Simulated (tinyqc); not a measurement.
One-sided p+-n junction, ionisation integral and breakdown: two steps of the calculation.

A p+ layer at x < 0 and an n drift layer from x = 0. Depletion approximation, built-in voltage neglected. Local ionisation coefficients alpha_n = an exp(-(bn/E)^mx), alpha_p = ap exp(-(bp/E)^mx). Electrons move towards +x, holes towards x = 0.

Parameters, values chosen for the exercise; material values close to those of silicon: relative permittivity eps_r = 11.8; prefactor of the electron ionisation coefficient an = 7.13e5 1/cm; field constant for electrons bn = 1.3e6 V/cm; prefactor of the hole ionisation coefficient ap = 1.63e6 1/cm; field constant for holes bp = 2.09e6 V/cm; exponent mx = 1; donor density of the drift layer N = 4.6e15 cm^-3; reverse voltage V = 64.5 V; share of the depleted width that the grid covers fr = 0.5.

Constants: q = 1.602176634e-19 C, eps0 = 8.8541878128e-14 F/cm where lengths are in cm. Results are converted to the units shown.

Problem 1. Field and ionisation coefficients on a grid. W = sqrt(2 eps0 eps_r V/(q N)), peak field E0 = q N W/(eps0 eps_r), falling linearly to 0 at W. Grid: 10 equal steps from 0 to fr W.

Find: W; x; E; alpha_n; alpha_p.

Solution 1.

W = 4.2764 um

```
point  x (um)  E (kV/cm)  alpha_n (1/cm)  alpha_p (1/cm)
0      0.0000     301.66          9582.6          1596.7
1      0.2138     286.57          7638.0          1108.8
2      0.4276     271.49          5936.5          739.43
3      0.6415     256.41          4479.2          470.14
4      0.8553     241.33          3262.8          282.48
5      1.0691     226.24          2278.3          158.58
6      1.2829     211.16          1511.4          81.972
7      1.4967     196.08          941.24          38.284
8      1.7106     180.99          541.69          15.749
9      1.9244     165.91          281.95          5.5124
10     2.1382     150.83          128.79          1.5641
```

Problem 2. Ionisation integrals by the trapezoid rule. G(x) = integral from 0 to x of (alpha_n - alpha_p); I_n = integral of alpha_n exp(-G) (electrons injected at x = 0), I_p = integral of alpha_p exp(G(end) - G) (holes injected at the far edge); M = 1/(1 - I). All integrals by the trapezoid rule on the grid.

```
point     x (um)  alpha_n (1/cm)  alpha_p (1/cm)
0      0.0000000       9582.6384       1596.7009
1      0.2138189       7637.9991       1108.8097
2      0.4276378       5936.4806       739.42516
3      0.6414567       4479.2156       470.14293
4      0.8552756       3262.7515       282.47665
5      1.0690946       2278.3317       158.57530
6      1.2829135       1511.3635       81.972379
7      1.4967324       941.23507       38.283546
8      1.7105513       541.68750       15.748802
9      1.9243702       281.95019       5.5124402
10     2.1381891       128.78956       1.5640820
```

Give: G; alpha_n exp(-G); I_n; I_p; M_n; M_p.

Solution 2.

```
point       G  alpha_n exp(-G) (1e3 1/cm)
0      0.0000                       9.583
1      0.1552                       6.540
2      0.2805                       4.484
3      0.3790                       3.066
4      0.4537                       2.073
5      0.5082                       1.371
6      0.5462                       0.875
7      0.5711                       0.532
8      0.5864                       0.301
9      0.5949                       0.156
10     0.5993                       0.071
```

I_n = 0.5180
I_p = 0.1162
M_n = 2.075
M_p = 1.131

Program tinyqc, `OMP_NUM_THREADS=1 python tinyqc.py 2120038 2120039 out.jsonl`; Intel Xeon 2.30GHz, shared host, one thread, about 0.04 s.
